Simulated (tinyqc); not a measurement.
From results back to parameters: quantum-confined Stark effect in a modulator well. Four cases, with inputs chosen for the exercise.

Problem. The shift of E_e + E_h was computed from a hidden field.

Envelopes on cells of 0.5 angstrom over the well |z| < L/2 and 45 angstrom of barrier on each side, psi = 0 beyond, psi'/m continuous (mean mass between points), c = hbar^2/2m0. The electron sees + e F z and the hole - e F z, each with its offset in the barriers; 1 kV/cm = 1e-5 eV/angstrom. Light holes, band mixing and escape by tunnelling are left out.

Constants: hbar^2/2m0 = 3.80998211 eV angstrom^2.

Case 1.

Values chosen (near those of an InGaAs well in InAlAs; not measured data): L = 88 angstrom (well width); Vc = 0.49 eV (conduction offset); Vv = 0.214 eV (heavy-hole offset); me = 0.0429 m0 (electron, well); meb = 0.0769 m0 (electron, barrier); mh = 0.352 m0 (heavy hole along z, well); mhb = 0.428 m0 (heavy hole, barrier).

shift = -28.810 meV

Case 2.

Values chosen (near those of an InGaAsP well in InP; not measured data): L = 124 angstrom (well width); Vc = 0.203 eV (conduction offset); Vv = 0.281 eV (heavy-hole offset); me = 0.0501 m0 (electron, well); meb = 0.0764 m0 (electron, barrier); mh = 0.343 m0 (heavy hole along z, well); mhb = 0.509 m0 (heavy hole, barrier).

shift = -11.485 meV

Case 3.

Values chosen (near those of an InGaAsP well in InP; not measured data): L = 142 angstrom (well width); Vc = 0.199 eV (conduction offset); Vv = 0.268 eV (heavy-hole offset); me = 0.0485 m0 (electron, well); meb = 0.0803 m0 (electron, barrier); mh = 0.368 m0 (heavy hole along z, well); mhb = 0.488 m0 (heavy hole, barrier).

shift = -40.293 meV

Case 4.

Values chosen (near those of an InGaAs well in InAlAs; not measured data): L = 138 angstrom (well width); Vc = 0.528 eV (conduction offset); Vv = 0.188 eV (heavy-hole offset); me = 0.0411 m0 (electron, well); meb = 0.0741 m0 (electron, barrier); mh = 0.382 m0 (heavy hole along z, well); mhb = 0.418 m0 (heavy hole, barrier).

shift = -26.044 meV

Find: F; local exponent d ln(shift)/d ln F.

Solution. The shift grows steadily in size with F, so bisection finds one value; its slope is -e times the separation of the carriers.

Case 1.

F = 157.0 kV/cm
local exponent d ln(shift)/d ln F = 1.71

Case 2.

F = 52.0 kV/cm
local exponent d ln(shift)/d ln F = 1.77

Case 3.

F = 89.0 kV/cm
local exponent d ln(shift)/d ln F = 1.57

Case 4.

F = 75.0 kV/cm
local exponent d ln(shift)/d ln F = 1.58

Computed by tinyqc, one run a case: `OMP_NUM_THREADS=1 python tinyqc.py N N+1 out.jsonl` with N = 1280696, 1280698, 1280711, 1280784; one thread of a shared Intel(R) Xeon(R) Processor @ 2.30GHz, about 0.3 s a run at most.
